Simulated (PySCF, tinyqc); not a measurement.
FCI on RHF in the 6-311g basis, for H2, spin multiplicity 1, step by step. The lowest restricted solution is unstable here: a spin-polarised one lies 0.0009 hartree lower (PySCF). One step of it, computed by the program tinyqc.

Task: FCI: roots. Diagonalise (each vector has its largest component positive (the first on a tie)); all determinants have Ms = 0, so triplets appear too. The lowest singlet root is the correlation energy.

Occupation strings over the orbitals (2 doubly, a alpha, b beta, 0 empty; spin orbitals ordered 1a 1b 2a 2b ...): 200000 a0b000 a0000b b0a000 b0000a 020000 0a0b00 0a00b0 002000 00a00b 0b0a00 000200 000ab0 0b00a0 000ba0 000020 00b00a 000002

H - E(HF) between determinants (hartree):
```
           200000     a0b000     a0000b     b0a000     b0000a     020000     0a0b00     0a00b0
200000   0.000000   0.000000   0.000000   0.000000   0.000000   0.099002  -0.077838  -0.027454
a0b000   0.000000   0.537242  -0.042460  -0.051630  -0.030145  -0.004555   0.070090   0.037141
a0000b   0.000000  -0.042460   2.604196  -0.030145  -0.062733  -0.027678   0.049421   0.143230
b0a000   0.000000  -0.051630  -0.030145   0.537242  -0.042460   0.004555  -0.024907  -0.022997
b0000a   0.000000  -0.030145  -0.062733  -0.042460   2.604196   0.027678  -0.036275  -0.044130
020000   0.099002  -0.004555  -0.027678   0.004555   0.027678   0.620158   0.115870   0.029616
0a0b00  -0.077838   0.070090   0.049421  -0.024907  -0.036275   0.115870   0.969596  -0.113747
0a00b0  -0.027454   0.037141   0.143230  -0.022997  -0.044130   0.029616  -0.113747   2.798612
002000   0.051630   0.066839  -0.031637  -0.066839   0.031637   0.024976   0.002989  -0.016173
00a00b   0.030145  -0.031637  -0.030244  -0.026162   0.037775   0.015582  -0.025359  -0.033907
0b0a00   0.077838  -0.024907  -0.036275   0.070090   0.049421  -0.115870  -0.071389  -0.022160
000200   0.080919  -0.051545  -0.059823   0.051545   0.059823   0.071389   0.099029  -0.056578
000ab0   0.043554  -0.042913  -0.139224   0.025276   0.058066   0.022160  -0.056578   0.031803
0b00a0   0.027454  -0.022997  -0.044130   0.037141   0.143230  -0.029616  -0.022160  -0.037643
000ba0  -0.043554   0.025276   0.058066  -0.042913  -0.139224  -0.022160  -0.007692   0.044070
000020   0.060137  -0.036658  -0.106499   0.036658   0.106499   0.037643  -0.044070  -0.038656
00b00a  -0.030145  -0.026162   0.037775  -0.031637  -0.030244  -0.015582   0.024317   0.027718
000002   0.062733  -0.037775  -0.071053   0.037775   0.071053   0.034984  -0.045783  -0.087666

           002000     00a00b     0b0a00     000200     000ab0     0b00a0     000ba0     000020
200000   0.051630   0.030145   0.077838   0.080919   0.043554   0.027454  -0.043554   0.060137
a0b000   0.066839  -0.031637  -0.024907  -0.051545  -0.042913  -0.022997   0.025276  -0.036658
a0000b  -0.031637  -0.030244  -0.036275  -0.059823  -0.139224  -0.044130   0.058066  -0.106499
b0a000  -0.066839  -0.026162   0.070090   0.051545   0.025276   0.037141  -0.042913   0.036658
b0000a   0.031637   0.037775   0.049421   0.059823   0.058066   0.143230  -0.139224   0.106499
020000   0.024976   0.015582  -0.115870   0.071389   0.022160  -0.029616  -0.022160   0.037643
0a0b00   0.002989  -0.025359  -0.071389   0.099029  -0.056578  -0.022160  -0.007692  -0.044070
0a00b0  -0.016173  -0.033907  -0.022160  -0.056578   0.031803  -0.037643   0.044070  -0.038656
002000   1.176570  -0.085141  -0.002989   0.056964   0.025436   0.016173  -0.025436   0.030266
00a00b  -0.085141   3.111309   0.024317   0.035463   0.104622   0.027718  -0.042876   0.090501
0b0a00  -0.002989   0.024317   0.969596  -0.099029  -0.007692  -0.113747  -0.056578   0.044070
000200   0.056964   0.035463  -0.099029   1.336418  -0.090032   0.056578   0.090032   0.072781
000ab0   0.025436   0.104622  -0.007692  -0.090032   3.185633   0.044070  -0.072781  -0.004157
0b00a0   0.016173   0.027718  -0.113747   0.056578   0.044070   2.798612   0.031803   0.038656
000ba0  -0.025436  -0.042876  -0.056578   0.090032  -0.072781   0.031803   3.185633   0.004157
000020   0.030266   0.090501   0.044070   0.072781  -0.004157   0.038656   0.004157   5.159230
00b00a   0.085141  -0.032518  -0.025359  -0.035463  -0.042876  -0.033907   0.104622  -0.090501
000002   0.032518   0.003365   0.045783   0.067119   0.132550   0.087666  -0.132550   0.312240

           00b00a     000002
200000  -0.030145   0.062733
a0b000  -0.026162  -0.037775
a0000b   0.037775  -0.071053
b0a000  -0.031637   0.037775
b0000a  -0.030244   0.071053
020000  -0.015582   0.034984
0a0b00   0.024317  -0.045783
0a00b0   0.027718  -0.087666
002000   0.085141   0.032518
00a00b  -0.032518   0.003365
0b0a00  -0.025359   0.045783
000200  -0.035463   0.067119
000ab0  -0.042876   0.132550
0b00a0  -0.033907   0.087666
000ba0   0.104622  -0.132550
000020  -0.090501   0.312240
00b00a   3.111309  -0.003365
000002  -0.003365   5.315076
```

Give: lowest roots of this matrix, relative to E(HF); lowest vectors; <S^2> of these roots; weight of the ground state by excitation level 0, 1, 2, ....

Result:

lowest roots of this matrix, relative to E(HF) (hartree): -0.0429  0.4763  0.5233  0.5989  0.8918  1.0469  1.1715  1.4103

lowest vectors:
```
         root 1   root 2   root 3   root 4
200000   0.9723   0.0000   0.1377   0.1501
a0b000  -0.0209   0.7020   0.5928  -0.3272
a0000b  -0.0091   0.0258   0.0200   0.0084
b0a000   0.0209   0.7020  -0.5928   0.3272
b0000a   0.0091   0.0258  -0.0200  -0.0084
020000  -0.1712   0.0000   0.4006   0.8495
0a0b00   0.0962  -0.0787  -0.2023  -0.1083
0a00b0   0.0132  -0.0102  -0.0278  -0.0095
002000  -0.0331   0.0000  -0.1575   0.0410
00a00b  -0.0063   0.0154  -0.0138  -0.0049
0b0a00  -0.0962  -0.0787   0.2023   0.1083
000200  -0.0624   0.0000   0.0895  -0.1213
000ab0  -0.0121   0.0035   0.0122  -0.0230
0b00a0  -0.0132  -0.0102   0.0278   0.0095
000ba0   0.0121   0.0035  -0.0122   0.0230
000020  -0.0072   0.0000   0.0012  -0.0135
00b00a   0.0063   0.0154   0.0138   0.0049
000002  -0.0067   0.0000  -0.0006  -0.0121
```

<S^2> of these roots: 0.0000  2.0000  0.0000  0.0000  2.0000  0.0000  0.0000  0.0000

weight of the ground state by excitation level 0, 1, 2, ...: 0.9453  0.0010  0.0536
